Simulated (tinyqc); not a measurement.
Inside a calculation. Method: power iteration on a symmetric matrix. Computed by tinyqc, a small Python program that keeps every step. Settings: method = power, shift = 1.82. Command: `OMP_NUM_THREADS=1 python tinyqc.py 24646 24647 out.jsonl` (the two numbers bound the seeds that draw the settings). One thread of a shared host (Intel(R) Xeon(R) Processor @ 2.60GHz), about 0.01 s of CPU time with the checks.

A, lower triangle:
```
           1         2          3          4         5         6
1   0.244000
2  -0.946000  0.246000
3   0.006000  0.038000   1.038000
4   0.239000  1.181000   0.134000   1.187000
5   0.959000  0.854000  -0.610000   0.728000  2.149000
6  -0.939000  0.647000  -0.435000  -0.766000  0.009000  3.190000
```

Stop when the residual |A v - lambda v| is below 1e-9.

Steps:
```
step       lambda  residual
1      1.01215351  1.95e+00
2     -0.29530601  1.78e+00
3     -1.09358856  1.05e+00
4     -1.33638853  5.14e-01
5     -1.39639246  2.45e-01
6     -1.41143765  1.19e-01
7     -1.41551702  6.06e-02
8     -1.41672112  3.22e-02
9     -1.41710216  1.78e-02
10    -1.41722879  1.02e-02
11    -1.41727220  5.98e-03
12    -1.41728737  3.55e-03
13    -1.41729273  2.13e-03
14    -1.41729464  1.28e-03
15    -1.41729532  7.76e-04
16    -1.41729556  4.71e-04
17    -1.41729565  2.87e-04
18    -1.41729568  1.75e-04
19    -1.41729569  1.07e-04
20    -1.41729570  6.60e-05
21    -1.41729570  4.07e-05
22    -1.41729570  2.51e-05
23    -1.41729570  1.56e-05
24    -1.41729570  9.71e-06
25    -1.41729570  6.06e-06
26    -1.41729570  3.80e-06
27    -1.41729570  2.38e-06
28    -1.41729570  1.50e-06
29    -1.41729570  9.49e-07
30    -1.41729570  6.01e-07
```

Can the last value be used, and what does the course show?

Not by the stop rule, although the second column moves by less than 1e-07 over the last three steps. Not converged in 30 steps: the residual falls only by the ratio of the two largest distances of eigenvalues from the shift, 0.65 a step. all eigenvalues, for comparison: -1.417296  -0.111230  0.672922  1.749662  3.247887  3.912055.
